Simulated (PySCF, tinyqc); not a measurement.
RHF in the 3-21g basis, for H2, spin multiplicity 1, step by step. The lowest restricted solution is unstable here: a spin-polarised one lies 0.0047 hartree lower (PySCF). Computed by tinyqc, a small Python program that keeps every step (integrals from PySCF). Settings: charge = 0, multiplicity = 1, basis = 3-21g, energy threshold = 1e-10, iteration cap = 86, orthogonalisation = symmetric, start = core, DIIS depth = 0, method = RHF. Command: `OMP_NUM_THREADS=1 python tinyqc.py 30656 30657 out.jsonl` (the two numbers bound the seeds that draw the settings). One thread of a shared host (Intel(R) Xeon(R) Processor @ 2.60GHz), about 0.04 s of CPU time with the checks. Later iterations appear only in the table of the cycle.

## One-electron integrals

Geometry (angstrom):

| atom | x | y | z |
|---|---|---|---|
| H | 0.00000 | 0.00000 | 0.00000 |
| H | 0.00000 | 0.00000 | 1.31300 |

Basis 3-21g: exponents (1/bohr^2) and contraction coefficients of normalised primitives:

| element | l (shell) | exponent | coefficient |
|---|---|---|---|
| H | s (1) | 5.44718 | 0.15628 |
| H | s (1) | 0.82455 | 0.90469 |
| H | s (2) | 0.18319 | 1.00000 |

Overlap, kinetic and nuclear-attraction integrals over the contracted functions; the nuclear repulsion is the sum of Za Zb / Rab.

nuclear repulsion = 0.4030291 hartree

overlap S:
```
         1H 1s    1H 2s    2H 1s    2H 2s
1H 1s  1.00000  0.64590  0.06658  0.25465
1H 2s  0.64590  1.00000  0.25465  0.56898
2H 1s  0.06658  0.25465  1.00000  0.64590
2H 2s  0.25465  0.56898  0.64590  1.00000
```

kinetic energy T (hartree):
```
          1H 1s    1H 2s     2H 1s    2H 2s
1H 1s   1.54940  0.29315  -0.06332  0.04375
1H 2s   0.29315  0.27479   0.04375  0.09757
2H 1s  -0.06332  0.04375   1.54940  0.29315
2H 2s   0.04375  0.09757   0.29315  0.27479
```

nuclear attraction V (hartree):
```
          1H 1s     1H 2s     2H 1s     2H 2s
1H 1s  -2.12394  -1.04287  -0.10702  -0.41160
1H 2s  -1.04287  -1.07246  -0.41160  -0.65287
2H 1s  -0.10702  -0.41160  -2.12394  -1.04287
2H 2s  -0.41160  -0.65287  -1.04287  -1.07246
```

core Hamiltonian H = T + V (hartree):
```
          1H 1s     1H 2s     2H 1s     2H 2s
1H 1s  -0.57454  -0.74972  -0.17035  -0.36785
1H 2s  -0.74972  -0.79767  -0.36785  -0.55530
2H 1s  -0.17035  -0.36785  -0.57454  -0.74972
2H 2s  -0.36785  -0.55530  -0.74972  -0.79767
```

## Two-electron integrals

Functions are numbered as in S; the eight-fold symmetry (ij|kl) = (ji|kl) = (kl|ij) leaves the list below.

Two-electron integrals (ij|kl) in chemists' order, unique and non-zero (hartree):
```
(11|11) 1.14014   (21|11) 0.61140   (21|21) 0.34515   (22|11) 0.62637
(22|21) 0.38033   (22|22) 0.48296   (31|11) 0.04870   (31|21) 0.02925
(31|22) 0.03561   (31|31) 0.00452   (32|11) 0.12216   (32|21) 0.07738
(32|22) 0.10798   (32|31) 0.01341   (32|32) 0.05317   (33|11) 0.40263
(33|21) 0.25915   (33|22) 0.38216   (33|31) 0.04870   (33|32) 0.23017
(33|33) 1.14014   (41|11) 0.23017   (41|21) 0.13130   (41|22) 0.14724
(41|31) 0.01341   (41|32) 0.03612   (41|33) 0.12216   (41|41) 0.05317
(42|11) 0.30715   (42|21) 0.18957   (42|22) 0.25101   (42|31) 0.02339
(42|32) 0.08036   (42|33) 0.30715   (42|41) 0.08036   (42|42) 0.15635
(43|11) 0.25915   (43|21) 0.16619   (43|22) 0.24276   (43|31) 0.02925
(43|32) 0.13130   (43|33) 0.61140   (43|41) 0.07738   (43|42) 0.18957
(43|43) 0.34515   (44|11) 0.38216   (44|21) 0.24276   (44|22) 0.34937
(44|31) 0.03561   (44|32) 0.14724   (44|33) 0.62637   (44|41) 0.10798
(44|42) 0.25101   (44|43) 0.38033   (44|44) 0.48296
```

## Orthogonalisation

S = U s U^T; symmetric (Loewdin) form X = U s^(-1/2) U^T, so that X^T S X = 1.

eigenvalues of S: 0.21727  0.38285  1.14716  2.25271

X:
```
          1H 1s     1H 2s     2H 1s     2H 2s
1H 1s   1.24050  -0.48365   0.02832   0.02617
1H 2s  -0.48365   1.44022   0.02617  -0.42662
2H 1s   0.02832   0.02617   1.24050  -0.48365
2H 2s   0.02617  -0.42662  -0.48365   1.44022
```

## Starting guess

The start is the orbitals of the core Hamiltonian; D = 2 C_occ C_occ^T.

D at the start:
```
         1H 1s    1H 2s    2H 1s    2H 2s
1H 1s  0.16892  0.21556  0.16892  0.21556
1H 2s  0.21556  0.27508  0.21556  0.27508
2H 1s  0.16892  0.21556  0.16892  0.21556
2H 2s  0.21556  0.27508  0.21556  0.27508
```

## Iteration 1: building the Fock matrix

J_ij = sum D_kl (ij|kl), K_ij = sum D_kl (ik|jl); F = H + J - 0.5 K; E = tr D H + tr D J / 2 - 0.25 tr D K + E_nn.

Coulomb J (hartree):
```
         1H 1s    1H 2s    2H 1s    2H 2s
1H 1s  1.25067  0.74304  0.08722  0.30692
1H 2s  0.74304  0.92810  0.30692  0.56853
2H 1s  0.08722  0.30692  1.25067  0.74304
2H 2s  0.30692  0.56853  0.74304  0.92810
```

exchange K (hartree):
```
         1H 1s    1H 2s    2H 1s    2H 2s
1H 1s  0.77282  0.69161  0.36623  0.51417
1H 2s  0.69161  0.73427  0.51417  0.64025
2H 1s  0.36623  0.51417  0.77282  0.69161
2H 2s  0.51417  0.64025  0.69161  0.73427
```

Fock matrix F (hartree):
```
          1H 1s     1H 2s     2H 1s     2H 2s
1H 1s   0.28972  -0.35249  -0.26624  -0.31801
1H 2s  -0.35249  -0.23671  -0.31801  -0.30689
2H 1s  -0.26624  -0.31801   0.28972  -0.35249
2H 2s  -0.31801  -0.30689  -0.35249  -0.23671
```

total energy of this density = -1.0114030 hartree

## Iteration 1: diagonalisation and new density

Diagonalise F' = X^T F X, C = X C', fill 1 alpha and 1 beta electrons from the bottom; D = 2 C_occ C_occ^T. Each column has its largest component positive (the first on a tie).

F' = X^T F X (hartree):
```
          1         2         3         4
1   0.79010  -0.63077  -0.08767  -0.13342
2  -0.63077   0.26148  -0.13342  -0.19323
3  -0.08767  -0.13342   0.79010  -0.63077
4  -0.13342  -0.19323  -0.63077   0.26148
```

orbital energies (hartree): MO1 -0.44204, MO2 0.12578, MO3 1.20670, MO4 1.21271

coefficients C:
```
           MO1       MO2       MO3       MO4
1H 1s  0.22920   0.17215  -0.91379   0.92578
1H 2s  0.41642   0.90217   1.02888  -0.66703
2H 1s  0.22920  -0.17215   0.91379   0.92578
2H 2s  0.41642  -0.90217  -1.02888  -0.66703
```

D after iteration 1:
```
         1H 1s    1H 2s    2H 1s    2H 2s
1H 1s  0.10506  0.19089  0.10506  0.19089
1H 2s  0.19089  0.34681  0.19089  0.34681
2H 1s  0.10506  0.19089  0.10506  0.19089
2H 2s  0.19089  0.34681  0.19089  0.34681
```

## Iteration 2: building the Fock matrix

As before.

Coulomb J (hartree):
```
         1H 1s    1H 2s    2H 1s    2H 2s
1H 1s  1.20200  0.72007  0.08468  0.29784
1H 2s  0.72007  0.91152  0.29784  0.55812
2H 1s  0.08468  0.29784  1.20200  0.72007
2H 2s  0.29784  0.55812  0.72007  0.91152
```

exchange K (hartree):
```
         1H 1s    1H 2s    2H 1s    2H 2s
1H 1s  0.69728  0.66020  0.33870  0.49570
1H 2s  0.66020  0.74341  0.49570  0.65029
2H 1s  0.33870  0.49570  0.69728  0.66020
2H 2s  0.49570  0.65029  0.66020  0.74341
```

Fock matrix F (hartree):
```
          1H 1s     1H 2s     2H 1s     2H 2s
1H 1s   0.27882  -0.35975  -0.25502  -0.31785
1H 2s  -0.35975  -0.25785  -0.31785  -0.32232
2H 1s  -0.25502  -0.31785   0.27882  -0.35975
2H 2s  -0.31785  -0.32232  -0.35975  -0.25785
```

total energy of this density = -1.0285077 hartree

## Iteration 2: diagonalisation and new density

As before.

F' = X^T F X (hartree):
```
          1         2         3         4
1   0.77824  -0.62750  -0.07471  -0.13054
2  -0.62750   0.24025  -0.13054  -0.20293
3  -0.07471  -0.13054   0.77824  -0.62750
4  -0.13054  -0.20293  -0.62750   0.24025
```

orbital energies (hartree): MO1 -0.45758, MO2 0.11053, MO3 1.18560, MO4 1.19843

coefficients C:
```
           MO1       MO2       MO3       MO4
1H 1s  0.21960   0.17722  -0.91282   0.92810
1H 2s  0.42330   0.89645   1.03386  -0.66269
2H 1s  0.21960  -0.17722   0.91282   0.92810
2H 2s  0.42330  -0.89645  -1.03386  -0.66269
```

D after iteration 2:
```
         1H 1s    1H 2s    2H 1s    2H 2s
1H 1s  0.09645  0.18591  0.09645  0.18591
1H 2s  0.18591  0.35837  0.18591  0.35837
2H 1s  0.09645  0.18591  0.09645  0.18591
2H 2s  0.18591  0.35837  0.18591  0.35837
```

## Iteration 3: building the Fock matrix

As before.

Coulomb J (hartree):
```
         1H 1s    1H 2s    2H 1s    2H 2s
1H 1s  1.19447  0.71650  0.08427  0.29643
1H 2s  0.71650  0.90892  0.29643  0.55648
2H 1s  0.08427  0.29643  1.19447  0.71650
2H 2s  0.29643  0.55648  0.71650  0.90892
```

exchange K (hartree):
```
         1H 1s    1H 2s    2H 1s    2H 2s
1H 1s  0.68543  0.65487  0.33427  0.49244
1H 2s  0.65487  0.74430  0.49244  0.65137
2H 1s  0.33427  0.49244  0.68543  0.65487
2H 2s  0.49244  0.65137  0.65487  0.74430
```

Fock matrix F (hartree):
```
          1H 1s     1H 2s     2H 1s     2H 2s
1H 1s   0.27722  -0.36066  -0.25321  -0.31765
1H 2s  -0.36066  -0.26091  -0.31765  -0.32451
2H 1s  -0.25321  -0.31765   0.27722  -0.36066
2H 2s  -0.31765  -0.32451  -0.36066  -0.26091
```

total energy of this density = -1.0289183 hartree

## Iteration 3: diagonalisation and new density

As before.

F' = X^T F X (hartree):
```
          1         2         3         4
1   0.77634  -0.62681  -0.07274  -0.12998
2  -0.62681   0.23702  -0.12998  -0.20438
3  -0.07274  -0.12998   0.77634  -0.62681
4  -0.12998  -0.20438  -0.62681   0.23702
```

orbital energies (hartree): MO1 -0.45970, MO2 0.10821, MO3 1.18227, MO4 1.19593

coefficients C:
```
           MO1       MO2       MO3       MO4
1H 1s  0.21810   0.17799  -0.91267   0.92846
1H 2s  0.42438   0.89557   1.03463  -0.66200
2H 1s  0.21810  -0.17799   0.91267   0.92846
2H 2s  0.42438  -0.89557  -1.03463  -0.66200
```

D after iteration 3:
```
         1H 1s    1H 2s    2H 1s    2H 2s
1H 1s  0.09513  0.18511  0.09513  0.18511
1H 2s  0.18511  0.36019  0.18511  0.36019
2H 1s  0.09513  0.18511  0.09513  0.18511
2H 2s  0.18511  0.36019  0.18511  0.36019
```

## Iteration 8 (converged): orbitals

converged F (hartree):
```
          1H 1s     1H 2s     2H 1s     2H 2s
1H 1s   0.27692  -0.36082  -0.25287  -0.31760
1H 2s  -0.36082  -0.26147  -0.31760  -0.32491
2H 1s  -0.25287  -0.31760   0.27692  -0.36082
2H 2s  -0.31760  -0.32491  -0.36082  -0.26147
```

As before.

F' = X^T F X (hartree):
```
          1         2         3         4
1   0.77599  -0.62668  -0.07238  -0.12987
2  -0.62668   0.23642  -0.12987  -0.20464
3  -0.07238  -0.12987   0.77599  -0.62668
4  -0.12987  -0.20464  -0.62668   0.23642
```

orbital energies (hartree): MO1 -0.46008, MO2 0.10778, MO3 1.18165, MO4 1.19546

coefficients C:
```
           MO1       MO2       MO3       MO4
1H 1s  0.21782   0.17814  -0.91264   0.92852
1H 2s  0.42457   0.89541   1.03477  -0.66187
2H 1s  0.21782  -0.17814   0.91264   0.92852
2H 2s  0.42457  -0.89541  -1.03477  -0.66187
```

D after iteration 8:
```
         1H 1s    1H 2s    2H 1s    2H 2s
1H 1s  0.09489  0.18496  0.09489  0.18496
1H 2s  0.18496  0.36053  0.18496  0.36053
2H 1s  0.09489  0.18496  0.09489  0.18496
2H 2s  0.18496  0.36053  0.18496  0.36053
```

## Convergence

Stop when the energy changes by less than 1e-10 hartree and every element of the error matrix X^T (F D S - S D F) X is below 3e-06.

Course of the cycle:

| iteration | E (hartree) | change | largest element of the error matrix |
|---|---|---|---|
| 1 | -1.0114030 | - | 1.10e-01 |
| 2 | -1.0285077 | -1.71e-02 | 1.71e-02 |
| 3 | -1.0289183 | -4.11e-04 | 2.68e-03 |
| 4 | -1.0289284 | -1.00e-05 | 4.20e-04 |
| 5 | -1.0289286 | -2.46e-07 | 6.57e-05 |
| 6 | -1.0289286 | -6.04e-09 | 1.03e-05 |
| 7 | -1.0289286 | -1.48e-10 | 1.61e-06 |
| 8 | -1.0289286 | -3.63e-12 | 2.53e-07 |

PySCF RHF in the same basis = -1.0289286 hartree

Converged in 8 iterations.

## Populations, bond orders and dipole

Mulliken: Z minus the diagonal of D S on the atom; Loewdin: the same with S^(1/2) D S^(1/2); Mayer order: 2 sum_s sum (D(s) S)_ij (D(s) S)_ji over the two atoms.

Charges (e):

| atom | Mulliken | Loewdin |
|---|---|---|
| 1H | 0 | 0 |
| 2H | 0 | 0 |

Mayer bond orders:

| pair | order |
|---|---|
| 2-1 | 1.00000 |

dipole moment about the origin, x y z (debye): 0.00000  0.00000  0.00000
